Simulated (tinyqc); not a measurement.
Placement within one cell: pair of shallow donors (hydrogen-like orbitals).

Each donor has the orbital exp(-r/a); energy unit Ha* = q/(eps a), q = e^2/(4 pi eps0), so that a lone donor is bound by Ha*/2; x = R/a. One electron: S = (1 + x + x^2/3) exp(-x), j = 1/x - (1 + 1/x) exp(-2x), k = (1 + x) exp(-x); levels E(+/-) = -1/2 - (j +/- k)/(1 +/- S) in Ha*, without the repulsion of the ions, split by D = |E(-) - E(+)|. In six valleys the overlaps S and k are multiplied by v = [cos(K Rx) + cos(K Ry) + cos(K Rz)]/3, K = k0 (2 pi/a_lat), for isotropic envelopes and the symmetric valley state.

Two electrons, Heitler-London: with S' = (1 - x + x^2/3) exp(x), C = 1/x - exp(-2x)(1/x + 11/8 + 3x/4 + x^2/6), X = (1/5){exp(-2x)(25/8 - 23x/4 - 3x^2 - x^3/3) + (6/x)[S^2 (0.5772157 + ln x) + S'^2 Ei(-4x) - 2 S S' Ei(-2x)]}, Q = C - 2j + 1/x and A = X - 2 S k + S^2/x, the singlet and triplet lie at (Q +/- w A)/(1 +/- w S^2) from two lone donors, with the valley weight w = v^2; the exchange is J = triplet - singlet.

Constants: e^2/(4 pi eps0) = 14.39964547 eV angstrom.

Inputs chosen for the exercise (near those of two donors in Si; the results hold for these values, not for the real material):
- a = 16.9 angstrom (orbital radius)
- eps = 11.1 (dielectric constant)
- a_lat = 5.431 angstrom (lattice constant)
- k0 = 0.844 2 pi/a_lat (valley position)
- sites = ((13, 0, 0), (13.25, 0.25, 0.25), (13.5, 0.5, 0), (13, 0.5, 0.5), (12.75, 0.25, -0.25), (13.75, 0.25, -0.25), (13, 1, 0), (13.25, 0.75, -0.25), (14, 0.5, 0.5)) a_lat (positions of the second donor)

D and J for each site, and for v = 1.

Cases:
```
site
(13, 0, 0)
(13.25, 0.25, 0.25)
(13.5, 0.5, 0)
(13, 0.5, 0.5)
(12.75, 0.25, -0.25)
(13.75, 0.25, -0.25)
(13, 1, 0)
(13.25, 0.75, -0.25)
(14, 0.5, 0.5)
```

Rank the cases by J (micro-eV), lowest first.

Answer: (13.25, 0.75, -0.25), (13.75, 0.25, -0.25), (12.75, 0.25, -0.25), (13.5, 0.5, 0), (13, 0.5, 0.5), (13.25, 0.25, 0.25), (14, 0.5, 0.5), (13, 1, 0), (13, 0, 0).

Results:
```
site                  R (angstrom)       v  D (meV)  J (micro-eV)  J for v = 1
(13, 0, 0)                    70.6   0.995     6.14      1.18e+03     1.19e+03
(13.25, 0.25, 0.25)           72.0   0.298     1.69          93.5     1.05e+03
(13.5, 0.5, 0)                73.4  -0.223     1.19          46.3          933
(13, 0.5, 0.5)                70.7  -0.260     1.56          79.6     1.18e+03
(12.75, 0.25, -0.25)          69.3   0.185     1.17          45.5     1.33e+03
(13.75, 0.25, -0.25)          74.7  -0.102    0.511          8.56          829
(13, 1, 0)                    70.8   0.847     5.14           837     1.17e+03
(13.25, 0.75, -0.25)          72.1  -0.006   0.0365        0.0438     1.04e+03
(14, 0.5, 0.5)                76.1  -0.454     2.15           150          730
```

Over these sites the envelope alone changes J by a factor 1.83, and the valley factor v^2 by 2.36e+04; J runs from 0.0438 at (13.25, 0.75, -0.25) to 1.18e+03 micro-eV at (13, 0, 0). Moves of less than one lattice constant change the phases of the valleys along each axis that moves, so the placement must be exact to the site.

Program tinyqc; command `OMP_NUM_THREADS=1 python tinyqc.py 1250584 1250585 out.jsonl`; about 0.01 s on one thread of a shared Intel(R) Xeon(R) Processor @ 2.30GHz.
